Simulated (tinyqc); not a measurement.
From lone donors to an impurity band: impurity band of shallow donors (Hubbard estimate).

Constants: e^2/(4 pi eps0) = 14.39964547 eV angstrom.

Parameters, chosen for this exercise (out of a larger set: near those of two donors in Si; not measured data):
```
symbol  value                                    unit         meaning
a       16                                       angstrom     orbital radius
eps     11.2                                                  dielectric constant
Ns      (0.049, 0.12, 0.3, 0.74, 1.7, 3.7, 7.4)  x 1e18/cm^3  donor densities
```

Donors on a simple cubic lattice of spacing R = N^(-1/3) (1/angstrom^3 = 1e24/cm^3), Ha* = q/(eps a), q = e^2/(4 pi eps0), x = R/a. Hopping t = Ha* (1 + x) exp(-x), band width B = 12 t, on-site repulsion U = (5/8) Ha*; the gap closes near B/U = 1.15. Valley factors and disorder are left out.

Results:
```
N (1e18/cm^3)  R (angstrom)  N^(1/3) a   t (meV)   B (meV)       B/U
0.049                 273.3      0.059  5.55e-05  0.000666  1.33e-05
0.12                  202.7      0.079   0.00345    0.0414  0.000824
0.30                  149.4      0.107    0.0732     0.879    0.0175
0.74                  110.6      0.145     0.634      7.61     0.152
1.7                    83.8      0.191      2.66      32.0     0.637
7.4                    51.3      0.312      13.7       164      3.27
```

Give the missing row, N (1e18/cm^3) = 3.7.

Computed row:
```
N (1e18/cm^3)  R (angstrom)  N^(1/3) a  t (meV)  B (meV)   B/U
3.7                    64.7      0.247     7.12     85.5  1.70
```

B/U passes 1.15 between 1.7 and 3.7 x 1e18/cm^3; the root is x = 4.52, N^(1/3) a = 0.221, N = 2.6 x 1e18/cm^3, below the 4.3 that the empirical rule N^(1/3) a = 0.26 gives; the estimate is rough, since random positions, the overlap of the orbitals and screening are left out. While N grows by 151 times, t grows by 2.46e+05 times.

(tinyqc, `OMP_NUM_THREADS=1 python tinyqc.py 1251955 1251956 out.jsonl`, Intel(R) Xeon(R) Processor @ 2.30GHz, 1 thread, shared host, about 0.01 s.)
